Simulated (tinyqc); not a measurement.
Off-state leakage of single and stacked transistors: one step of the calculation.

n-channel devices of unit width. Subthreshold current I(Vg, Vs, Vd) = I0 (T/300 K)^0.5 exp[(Vg - Vs - VT(T) - gb (Vs - Vb) + dd (Vd - Vs))/(nf Vt)] (1 - exp(-(Vd - Vs)/Vt)), VT(T) = VT - cT (T - 300 K). Gate-edge tunnelling Ig (Vd/1 V) exp(ag (Vd - 1 V)), for a gate at 0 V, and band-to-band leakage Ab u exp(-Bb/u), u = Vd - Vb + 1 V, flow at a drain held at V; both are taken as independent of T. In a stack of off transistors (all gates at 0 V) the same subthreshold current passes through each.

Problem. New Vx. Stack of two, Vx the node between them: I_low = I(0, 0, Vx), I_up = I(0, Vx, V), f = ln(I_up/I_low), f' = -(1 + gb + 2 dd)/(nf Vt) - 1/(Vt (exp(Vx/Vt) - 1)) - 1/(Vt (exp((V - Vx)/Vt) - 1)), Vx(new) = Vx - f/f'.

Inputs (values chosen for the exercise); values of the order met in bulk silicon logic transistors: temperature T = 330 K; supply voltage V = 1.2 V; threshold at 300 K, zero drain and body bias VT = 0.39 V; fall of the threshold with temperature cT = 0.8 mV/K; current at threshold at 300 K I0 = 0.39 uA/um; slope factor nf = 1.55; drain-induced lowering per volt dd = 0.09; rise of the threshold per volt of source-body bias gb = 0.17; body voltage Vb = 0 V.

Constants: q = 1.602176634e-19 C, kB = 1.380649e-23 J/K, Vt = kB T/q. Results are converted to the units shown.

Vx after iteration 1 = 0.081882644 V

Find: I_low; I_up; f; f'; Vx after iteration 2.

Solution.

I_low = 0.11300 nA/um
I_up = 0.11302 nA/um
f = 1.4521e-4
f' = -32.720 1/V
Vx after iteration 2 = 0.081887 V

Program tinyqc, `OMP_NUM_THREADS=1 python tinyqc.py 2242083 2242084 out.jsonl`; Intel Xeon 2.30GHz, shared host, one thread, about 0.04 s.
